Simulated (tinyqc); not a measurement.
Inside a calculation. Method: sp3 tight binding, zinc-blende lattice. Computed by tinyqc, a small Python program that keeps every step. Command: `OMP_NUM_THREADS=1 python tinyqc.py 28763 28764 out.jsonl` (the two numbers bound the seeds that draw the settings). One thread of a shared host (Intel(R) Xeon(R) Processor @ 2.60GHz), about 0.01 s of CPU time with the checks.

## Bloch Hamiltonian at k

Parameters chosen for this model: zinc-blende lattice, anion at 0, cation at a/4 (1,1,1); V = eta hbar^2 / (m d^2), hbar^2/m = 7.619964 eV angstrom^2:
```
parameter          value      unit
a               4.930000  angstrom
d               2.134753  angstrom
Es anion      -17.700000        eV
Ep anion       -9.420000        eV
Es cation     -12.230000        eV
Ep cation      -6.560000        eV
eta ss         -1.320000
eta sp          1.420000
eta pp sigma    2.220000
eta pp pi      -0.630000
V ss           -2.207149        eV
V sp            2.374358        eV
V pp sigma      3.712024        eV
V pp pi        -1.053412        eV
```

k point k (2 pi / a): 0.280000  -0.740000  -0.010000

Slater-Koster rules over the four bonds with direction cosines (l, m, n): ss V_ss; s-px l V_sp; px-s -l V_sp; px-px l^2 V_pps + (1 - l^2) V_ppp; px-py l m (V_pps - V_ppp); each times exp(i k.d).

H(k) at k (eV):
```
                      a s                a px                 a py                 a pz
a s            -17.700000            0.000000             0.000000             0.000000
a px             0.000000           -9.420000             0.000000             0.000000
a py             0.000000            0.000000            -9.420000             0.000000
a pz             0.000000            0.000000             0.000000            -9.420000
c s   -3.172167-0.054188i  0.071522+0.927105i  -0.014564-4.552858i  -2.142412-0.030950i
c px  -0.071522-0.927105i  0.769010+0.013137i   2.482555+0.035864i   0.016876+5.275699i
c py   0.014564+4.552858i  2.482555+0.035864i   0.769010+0.013137i  -0.082877-1.074298i
c pz   2.142412+0.030950i  0.016876+5.275699i  -0.082877-1.074298i   0.769010+0.013137i

                      c s                 c px                 c py                 c pz
a s   -3.172167+0.054188i  -0.071522+0.927105i   0.014564-4.552858i   2.142412-0.030950i
a px   0.071522-0.927105i   0.769010-0.013137i   2.482555-0.035864i   0.016876-5.275699i
a py  -0.014564+4.552858i   2.482555-0.035864i   0.769010-0.013137i  -0.082877+1.074298i
a pz  -2.142412+0.030950i   0.016876-5.275699i  -0.082877+1.074298i   0.769010-0.013137i
c s            -12.230000             0.000000             0.000000             0.000000
c px             0.000000            -6.560000             0.000000             0.000000
c py             0.000000             0.000000            -6.560000             0.000000
c pz             0.000000             0.000000             0.000000            -6.560000
```

## Levels at k

Diagonalise the Hermitian matrix.

eigenvalues (eV): -20.935191  -15.613829  -14.284170  -13.661782  -5.349325  -4.356285  -2.103389  -1.566029

weights |c|^2 of the basis functions:
```
        band 1    band 2    band 3    band 4    band 5    band 6    band 7    band 8
a s   0.731956  0.095592  0.001017  0.009346  0.052408  0.103252  0.002559  0.003870
a px  0.001391  0.070788  0.180891  0.364338  0.000782  0.000971  0.222216  0.158624
a py  0.020835  0.247336  0.033640  0.150029  0.396832  0.080839  0.011986  0.058503
a pz  0.000584  0.082508  0.393537  0.095556  0.116513  0.002101  0.141564  0.167638
c s   0.157779  0.401953  0.011503  0.027241  0.390711  0.002012  0.003295  0.005506
c px  0.004808  0.007470  0.194189  0.174556  0.000033  0.008054  0.357662  0.253228
c py  0.071758  0.025318  0.035617  0.071873  0.010739  0.672004  0.019293  0.093396
c pz  0.010888  0.069034  0.149605  0.107061  0.031982  0.130767  0.241425  0.259237
```

## Bloch Hamiltonian at L

k point L (2 pi / a): 0.500000  0.500000  0.500000

As before.

H(k) at L (eV):
```
                      a s                 a px                 a py                 a pz
a s            -17.700000             0.000000             0.000000             0.000000
a px             0.000000            -9.420000             0.000000             0.000000
a py             0.000000             0.000000            -9.420000             0.000000
a pz             0.000000             0.000000             0.000000            -9.420000
c s   -3.121381-3.121381i   1.938655+1.938655i   1.938655+1.938655i   1.938655+1.938655i
c px  -1.938655-1.938655i   0.756698+0.756698i  -2.246448-2.246448i  -2.246448-2.246448i
c py  -1.938655-1.938655i  -2.246448-2.246448i   0.756698+0.756698i  -2.246448-2.246448i
c pz  -1.938655-1.938655i  -2.246448-2.246448i  -2.246448-2.246448i   0.756698+0.756698i

                      c s                 c px                 c py                 c pz
a s   -3.121381+3.121381i  -1.938655+1.938655i  -1.938655+1.938655i  -1.938655+1.938655i
a px   1.938655-1.938655i   0.756698-0.756698i  -2.246448+2.246448i  -2.246448+2.246448i
a py   1.938655-1.938655i  -2.246448+2.246448i   0.756698-0.756698i  -2.246448+2.246448i
a pz   1.938655-1.938655i  -2.246448+2.246448i  -2.246448+2.246448i   0.756698-0.756698i
c s            -12.230000             0.000000             0.000000             0.000000
c px             0.000000            -6.560000             0.000000             0.000000
c py             0.000000             0.000000            -6.560000             0.000000
c pz             0.000000             0.000000             0.000000            -6.560000
```

## Levels at L

As before.

eigenvalues (eV): -21.393334  -16.639403  -12.471370  -12.471370  -6.591249  -3.508630  -3.508630  -1.286014

## Bands along a path

The same steps at evenly spaced points between the labelled ones.

Bands along the path (eV):
```
k             band 1      band 2      band 3      band 4     band 5     band 6     band 7     band 8
L         -21.393334  -16.639403  -12.471370  -12.471370  -6.591249  -3.508630  -3.508630  -1.286014
L-G 0.25  -22.015187  -15.730343  -12.245813  -12.245813  -6.456928  -3.734187  -3.734187  -1.707542
L-G 0.50  -23.094965  -13.794992  -11.644334  -11.644334  -6.138360  -4.335666  -4.335666  -2.881684
L-G 0.75  -23.911887  -11.699042  -10.921958  -10.921958  -5.829392  -5.058042  -5.058042  -4.469679
G         -24.207530  -10.564032  -10.564032  -10.564032  -5.722470  -5.415968  -5.415968  -5.415968
G-X 0.25  -23.811021  -11.434878  -11.434878  -11.299380  -5.689787  -5.109812  -4.545122  -4.545122
G-X 0.50  -22.685498  -13.064824  -12.941908  -12.941908  -5.504651  -4.655027  -3.038092  -3.038092
G-X 0.75  -21.072109  -15.178179  -14.087179  -14.087179  -5.273330  -4.386382  -1.892821  -1.892821
X         -19.946135  -16.485485  -14.502844  -14.502844  -5.164515  -4.313865  -1.477156  -1.477156
X-W 0.25  -19.946135  -16.485485  -14.502844  -14.502844  -5.164515  -4.313865  -1.477156  -1.477156
X-W 0.50  -19.946135  -16.485485  -14.502844  -14.502844  -5.164515  -4.313865  -1.477156  -1.477156
X-W 0.75  -19.946135  -16.485485  -14.502844  -14.502844  -5.164515  -4.313865  -1.477156  -1.477156
W         -19.946135  -16.485485  -14.502844  -14.502844  -5.164515  -4.313865  -1.477156  -1.477156
```

With 4 band(s) filled, the highest filled level on these points lies at G and the lowest empty one at L: a gap of 3.9728 eV, indirect.
